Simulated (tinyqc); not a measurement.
The product rho l across metals: free and nearly free electrons in a metal.

Constants: hbar^2/2m0 = 3.80998211 eV angstrom^2; hbar = 6.58211957e-16 eV s.

Free electrons with m = 1; fcc cells hold 4 atoms and bcc cells 2; n = atoms z/a^3, kF = (3 pi^2 n)^(1/3), rho l = hbar kF/(n e^2), e = 1.602176634e-19 C. Inputs are chosen for the exercise.

Results:
```
case     lattice  a (angstrom)  z  rho (micro-ohm cm)  kF (1/angstrom)  EF (eV)  l (nm)  rho l (1e-16 ohm m^2)
near Au      fcc         4.086  1                2.07            1.202     5.50    40.7                   8.42
near Na      bcc         4.250  1                4.59            0.917     3.20    31.5                  14.46
near Ca      fcc         5.578  2                3.37            1.109     4.69    29.3                   9.89
near Li      bcc         3.485  1                8.59            1.118     4.77    11.3                   9.72
near Cu      fcc         3.588  1                1.83            1.369     7.14    35.5                   6.49
near Ag      fcc         4.067  1                1.53            1.207     5.56    54.5                   8.34
```

What does the comparison show?

rho l falls as n^(-2/3): it is lowest for the case near Cu and highest for near Na. The lowest bulk rho belongs to near Ag; in very narrow wires, where rho l rules, the order changes. Real Fermi surfaces depart from spheres, most for the polyvalent and noble metals.

(tinyqc, `OMP_NUM_THREADS=1 python tinyqc.py 1651004 1651005 out.jsonl`, Intel(R) Xeon(R) Processor @ 2.30GHz, 1 thread, shared host, about 0.01 s.)
